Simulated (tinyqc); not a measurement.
# IGBT as a p-i-n diode in series with a MOS channel, on-state and switching loss: several studies

High injection (n = p) in a drift layer from x = -W/2 (anode) to +W/2 (cathode side), recombination only in the layer with lifetime tau, ideal emitters. The channel feeds the cathode side and carries the whole current. Auger recombination, carrier-carrier scattering, emitter losses and the carrier dip under the p body are left out.

Inputs (values chosen for the exercise); material values close to those of silicon: temperature T = 300 K; band gap Eg = 1.13 eV; conduction-band density of states at T Nc = 2.82e19 cm^-3; valence-band density of states at T Nv = 2.64e19 cm^-3; electron mobility mn = 1400 cm^2/(V s); hole mobility mp = 480 cm^2/(V s); width of the drift layer W = 110 um; doping of the drift layer Nd = 7.2e13 cm^-3; high-injection lifetime tau = 1.9 us; current density J = 250 A/cm^2; channel and accumulation resistance Rch = 2.1 mohm cm^2; link voltage Vdc = 600 V; turn-off energy per stored charge and link voltage ks = 0.13; switching frequency f = 10 kHz.

Constants: q = 1.602176634e-19 C, kB = 1.380649e-23 J/K, Vt = kB T/q. Results are converted to the units shown.

Each table varies one quantity; the others keep the values above.

## Effect of the width of the drift layer

b = mn/mp, B = (b - 1)/(b + 1), La = sqrt(2 Vt mn mp tau/(mn + mp)), y = W/(2 La). n(x) = (tau J/(2 q La))[cosh(x/La)/sinh y - B sinh(x/La)/cosh y]. Vm = Vt [(8 b/(b + 1)^2)(sinh y/s) arctan(s sinh y) + B ln((1 + B tanh^2 y)/(1 - B tanh^2 y))], s = sqrt(1 - B^2 tanh^2 y); Vj = Vt ln(n(-W/2) n(W/2)/ni^2), ni = sqrt(Nc Nv) exp(-Eg/(2 Vt)), Eg in volts; Vc = J Rch; Von = Vm + Vj + Vc. Stored charge tau J, turn-off energy Eoff = ks tau J Vdc, loss at half duty 0.5 J Von + f Eoff. A unipolar device on the same layer has Vu = J (W/(q mn Nd) + Rch).

The same in every row: Eoff (mJ/cm^2) = 37.050.

Effect of the width of the drift layer:
```
W (um)	y	Von (V)	Vu (V)	total loss (W/cm^2)
44	0.37126	1.4728	68.637	554.60
58	0.48939	1.4650	90.309	553.63
75	0.63283	1.4616	116.62	553.20
98	0.82690	1.4645	152.23	553.57
130	1.0969	1.4799	201.76	555.48
170	1.4344	1.5161	263.68	560.01
220	1.8563	1.5911	341.08	569.38
```

What does the comparison show?

As W goes from 44 to 220 um, Von goes from 1.47 through a minimum of 1.46 (at W = 75 um among the rows listed) to 1.59 V, Eoff stays at 37.1 mJ/cm^2 and the total loss goes from 555 through a minimum of 553 (at W = 75 um among the rows listed) to 569 W/cm^2. Von is below Vu in 7 of the 7 rows. In every row the density at the anode passes 2e17 cm^-3, where Auger recombination and emitter losses matter.

## Effect of the switching frequency

Same model as above.

The same in every row: y = 0.9281; Von (V) = 1.469; Vu (V) = 170.8; Eoff (mJ/cm^2) = 37.05.

Effect of the switching frequency:
```
f (kHz)	total loss (W/cm^2)
0.3	194.7
0.64	207.3
1.4	235.5
2.9	291.1
6.2	413.3
13	665.3
28	1221
60	2407
```

As f goes from 0.3 to 60 kHz, Von stays at 1.47 V, Eoff stays at 37.1 mJ/cm^2 and the total loss rises from 195 to 2410 W/cm^2. Von is below Vu in 8 of the 8 rows. In every row the density at the anode passes 2e17 cm^-3, where Auger recombination and emitter losses matter.

## Effect of the channel and accumulation resistance

Same model as above.

The same in every row: y = 0.9281; Eoff (mJ/cm^2) = 37.05.

Effect of the channel and accumulation resistance:
```
Rch (mohm cm^2)	Von (V)	Vu (V)	total loss (W/cm^2)
0.2	0.9938	170.3	494.7
0.4	1.044	170.4	501.0
0.78	1.139	170.5	512.9
1.5	1.319	170.7	535.4
3.1	1.719	171.1	585.4
6.1	2.469	171.8	679.1
12	3.944	173.3	863.5
```

As Rch goes from 0.2 to 12 mohm cm^2, Von rises from 0.994 to 3.94 V, Eoff stays at 37.1 mJ/cm^2 and the total loss rises from 495 to 863 W/cm^2. Von is below Vu in 7 of the 7 rows. In every row the density at the anode passes 2e17 cm^-3, where Auger recombination and emitter losses matter.

Computed by the program tinyqc: `OMP_NUM_THREADS=1 python tinyqc.py 2590038 2590039 out.jsonl`, one thread of a shared Intel Xeon 2.30GHz, about 0.01 s for the whole run.
